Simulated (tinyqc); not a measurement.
Inside a calculation. Model: read current of a NAND string, cells in series solved by shooting.

Numbers from tinyqc (`OMP_NUM_THREADS=1 python tinyqc.py 2142237 2142238 out.jsonl`; about 0.4 s on one thread of a shared Intel Xeon 2.30GHz). Printed values are rounded.

Cells in series, numbered from 0 at the source line (0 V) to the bit line, each followed by a gap resistance Rg. A cell with gate Vg, threshold VT, source Vs and drain Vd passes I = 2 nf K Vt^2 [F(Vs) - F(Vd)]/(1 + th max(Vg - VT, 0)), F(V) = ln^2(1 + exp((Vg - VT - nf V)/(2 nf Vt))). The selected cell has Vg = Vr, the others Vg = Vp.

Parameters, values chosen for the exercise; values of the order met in vertical NAND strings:
```
symbol  value    unit                                 meaning
T         358       K                             temperature
K         3.1  uA/V^2                   gain factor of a cell
nf        2.2                                    slope factor
th       0.05     1/V               mobility reduction factor
Rg         14    kohm     resistance of the gap between cells
Vbl       0.3       V                        bit-line voltage
Vp        6.9       V                            pass voltage
Vr       2.31       V  read voltage on the selected word line
```

Constants: q = 1.602176634e-19 C, kB = 1.380649e-23 J/K, Vt = kB T/q. Results are converted to the units shown.

## Step 1: node voltages for a trial current

first trial current = 0.19 uA
thresholds from the source end, cell 0 to 4 (V): [1.5, -1.5, -1.5, 3, -1.5]

For a trial current I start at 0 V and, cell by cell (the selected one is cell 0), solve for the drain: sqrt(F(Vd)) = sqrt(F(Vs) - I/k), k = 2 nf K Vt^2/(1 + th max(Vg - VT, 0)), Vd = [Vg - VT - 2 nf Vt ln(exp(sqrt F) - 1)]/nf, then add I Rg.

node voltage after each cell and gap, trial 1, cell 0 to 4 (V): [0.0927735, 0.106068, 0.119400, 0.142320, 0.155758]

## Step 2: node voltages for a trial current

second trial current = 0.31 uA

As before.

node voltage after each cell and gap, trial 2, cell 0 to 4 (V): [0.172186, 0.194272, 0.216467, 0.256111, 0.278617]

## Course of the secant iteration

Secant steps on the end voltage less Vbl, from the two trials; a trial above the saturation current of a cell has no solution and is moved halfway to the previous trial. Stop below 1e-9 V.

Course of the iteration:
```
iteration,I (uA),end voltage - Vbl (V),halvings
1,0.330885,4.08e-3,0
2,0.327540,-1.28e-4,0
3,0.327642,-7.81e-7,0
4,0.327642,1.49e-10,0
```

Converged in 4 iterations to I = 0.32764 uA. The selected cell takes 60.7 % of the bit-line voltage and the gaps together 7.64 %.
